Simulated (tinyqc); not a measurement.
Deal-Grove kinetics of thermal oxidation of silicon: one step, computed by the program tinyqc. Command: `OMP_NUM_THREADS=1 python tinyqc.py 3012941 3012942 out.jsonl oxide walk`. One thread of a shared host (Intel(R) Xeon(R) Processor @ 2.30GHz), about 0.02 s of CPU time with the checks.

Oxidant diffuses through the oxide and reacts at the interface, so that dx/dt = B/(A + 2x) for the oxide thickness x.

Problem. Thickness after the oxidation. tau = (x_i^2 + A x_i)/B and x = (A/2) [sqrt(1 + 4 B (t + tau)/A^2) - 1], the root of x^2 + A x = B (t + tau). Silicon consumed is 0.44 times the oxide grown; the rate is B/(A + 2x).

Inputs (values chosen for the exercise, close to those used for silicon): temperature T = 950 C; initial oxide x_i = 0.05 um; time t = 0.62 h.

Ambient: dry oxygen. Surface: (111).

length A = 0.5534751 um

parabolic constant B = 0.04527706 um^2/h

Give: tau; oxide thickness x; silicon consumed; final growth rate.

Solution.

tau = 0.6664 h

oxide thickness x = 0.09045 um

silicon consumed = 0.01780 um

final growth rate = 0.06165 um/h

2x/A = 0.327: reaction and diffusion both resist, diffusion with a share 2x/(A + 2x) = 0.25.
